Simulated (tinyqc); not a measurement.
Free-carrier optics of a doped semiconductor (Drude model with one polar phonon), step by step. Values are carried at full precision from step to step, so a last printed digit may differ when a step is redone from the rounded ones.

eps(E) = ei [1 - Ep^2/(E^2 + i E Gam)] + (es - ei) wT^2/(wT^2 - E^2 - i E gT), with Ep^2 = 8 pi c (e^2/(4 pi eps0)) N/(m ei), c = hbar^2/2m0, N in 1/angstrom^3 (1e-24 per 1/cm^3); Gam = hbar/tau, tau = mu m m0/e with m0/e = 5.685630e-12 kg/C and mu in m^2/(V s). Energies in meV.

Constants: hbar^2/2m0 = 3.80998211 eV angstrom^2; e^2/(4 pi eps0) = 14.39964547 eV angstrom; hbar = 6.58211957e-16 eV s; hbar c = 1973.269805 eV angstrom.

Values chosen for the exercise (mass and dielectric values near those of InAs; N and mu are free inputs; interband absorption and the rise of the mass with filling are left out; the results hold for these values, not for the real material): N = 3.3e+16 1/cm^3 (carrier density); m = 0.0282 m0 (conductivity mass); mu = 20000 cm^2/(V s) (mobility); ei = 12.14 (high-frequency dielectric constant); wT = 26.7 meV (TO phonon); es = 14.8 (static dielectric constant); gT = 0.5 meV (phonon damping); E = 33.5 meV (photon energy).

## Plasma energy and damping

Evaluate Ep, tau, Gam, the plasma wavelength hc/Ep (hc = 1239.841984 eV nm) and the dc resistivity 1/(e N mu), e = 1.602176634e-19 C.

Ep = 11.53 meV
tau = 320.67 fs
Gam = 2.05 meV
plasma wavelength = 107.54 micrometre
rho = 0.00946 ohm cm

Ep/Gam = 5.62: the plasma edge is sharp.

## Dielectric function at one energy

Insert the numbers.

free-carrier term = -1.4324+0.0878i
eps = 6.0830+0.2770i

## Optical constants

n + i k = sqrt(eps1 + i eps2) with k >= 0; R = ((n - 1)^2 + k^2)/((n + 1)^2 + k^2) at normal incidence from vacuum; alpha = 2 E k/(hbar c), times 1e8 for 1/cm; loss function Im(-1/eps) = eps2/(eps1^2 + eps2^2).

Convert eps at the photon energy E (in meV) into the optical constants.

n = 2.4670
k = 0.0561
R = 0.1793
alpha = 191 1/cm

Light of this energy penetrates 1/alpha = 52.5 micrometre.

## Coupled plasmon-phonon modes

Without damping eps = 0 gives E^4 - (wL^2 + Ep^2) E^2 + Ep^2 wT^2 = 0 with wL = wT sqrt(es/ei) (Lyddane-Sachs-Teller).

wL = 29.48 meV

L-, L+ (meV): 10.28  29.94

L+ lies 0.46 meV above the larger of wL and Ep; L- lies below wT by 16.42 meV.

## Checks

- Integral of E eps2 of the free-carrier term against (pi/2) ei Ep^2 (meV^2): both 2534.5.

tinyqc: `OMP_NUM_THREADS=1 python tinyqc.py 1681077 1681078 out.jsonl`; about 0.01 s, one thread, shared Intel(R) Xeon(R) Processor @ 2.30GHz.
